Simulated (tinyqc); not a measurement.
# From one set of inputs to another, one input at a time

Model: growth of a silicide layer between metal and silicon: linear-parabolic kinetics, ramp anneals and Kissinger analysis. Computed by tinyqc, a small Python program. Command: `OMP_NUM_THREADS=1 python tinyqc.py 3024437 3024438 out.jsonl silicide ladder`. One thread of a shared host (Intel(R) Xeon(R) Processor @ 2.30GHz), about 0.2 s of CPU time with the checks.

One compound layer of thickness x grows by diffusion through itself and reaction at an interface, dx/dt = 1/(2x/K + 1/v), until the metal is used up at x = a h.

The inputs printed are set A. Set A is modelled on CoSi2; the values taken over come from a set modelled on CoSi. Inputs not listed in the table keep their values of set A, so the rows need not describe a real material.

Inputs (values chosen for the exercise, modelled on CoSi2):
```
quantity,value,unit
metal thickness h,10,nm
silicide formed per metal thickness a,3.52,-
prefactor of the parabolic constant K,2.1e+14,nm^2/s
activation energy E of K,2.38,eV
prefactor of the interface velocity v,9.6e+14,nm/s
activation energy E_v,2.62,eV
temperature T,565,C
time t,97,s
ramp rate beta,0.3,C/s
```

Constants: k_B = 8.617333262e-05 eV/K.

Method:
- The silicide ends at the thickness a h.
- K = K0 exp(-E/(k_B T)), v = v0 exp(-E_v/(k_B T)).
- Temperatures in kelvin are T(C) + 273.15.
- x^2/K + x/v = t, so x = (K/(2v)) [sqrt(1 + 4 v^2 t/K) - 1], capped at a h; completion time t_c = (a h)^2/K + a h/v, a h being the final thickness; crossover thickness K/v.
- Ramp from x = 0 at 100 C at the rate beta: dx/dT = (1/beta)/(2x/K + 1/v), integrated adaptively (tolerance 1e-9) until x = a h at T_f.

Each row keeps all changes above it:
```
input moved,from,to,completion time (s),completion temperature T_f (C),thickness at time t (nm)
set A,-,-,1.415e+03,639.6,7.395
time t (s),97,36,1.415e+03,639.6,3.760
metal thickness h (nm),10,17,3.842e+03,668.7,3.760
prefactor of the interface velocity v (nm/s) and activation energy E_v (eV),"9.6e+14, 2.62","3.5e+14, 2.12",3.490e+03,666.3,6.071
temperature T (C),565,465,3.030e+05,666.3,0.647
ramp rate beta (C/s),0.3,0.5,3.030e+05,681.9,0.647
```

Where does the difference come from?

Completion time goes from 1420 to 303000, a factor 214 in all. The largest single move comes from temperature T (a factor 86.8). Completion temperature T_f goes from 640 to 682, a factor 1.07 in all. The largest single move comes from metal thickness h (a factor 1.05). Thickness at time t goes from 7.40 to 0.647, a factor 0.0875 in all. The largest single move comes from temperature T (a factor 0.107), and prefactor of the interface velocity v with activation energy E_v works against it (a factor 1.61). The single moves hold for this order of the switches; the total does not depend on the order.

Caution (all rows): a disilicide really forms through metal-rich phases and by nucleation, not as one layer from the metal.

Extremes, crossings and ranges named in words are read from the listed rows.
